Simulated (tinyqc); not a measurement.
From results back to parameters: overlap of hydrogenic dopants: pairs, impurity band and the Mott density. Three cases, with inputs chosen for the exercise.

Problem. Ry* = Ry m/eps^2, aB = a0 eps/m, and the Mott density is (0.26/aB)^3 (1/angstrom^3 = 1e24/cm^3). Binding energy and critical density come from a hidden mass and dielectric constant.

Constants: Ry = 13.60569312 eV; a0 (Bohr radius) = 0.5291772105 angstrom.

Case 1.

binding energy = 31.85921 meV
critical density = 2.197328e+18 1/cm^3

Case 2.

binding energy = 29.83705 meV
critical density = 1.853261e+18 1/cm^3

Case 3.

binding energy = 28.62865 meV
critical density = 1.909417e+18 1/cm^3

Find: aB; eps; m.

Solution. aB = 0.26/n^(1/3); the product Ry* aB = Ry a0/eps gives eps, and m = a0 eps/aB.

Case 1.

aB = 20.00 angstrom
eps = 11.30
m = 0.299 m0

Case 2.

aB = 21.17 angstrom
eps = 11.40
m = 0.285 m0

Case 3.

aB = 20.96 angstrom
eps = 12.00
m = 0.303 m0

Computed by tinyqc, one run a case: `OMP_NUM_THREADS=1 python tinyqc.py N N+1 out.jsonl` with N = 1480208, 1480331, 1480418; one thread of a shared Intel(R) Xeon(R) Processor @ 2.30GHz, about 0.01 s a run at most.
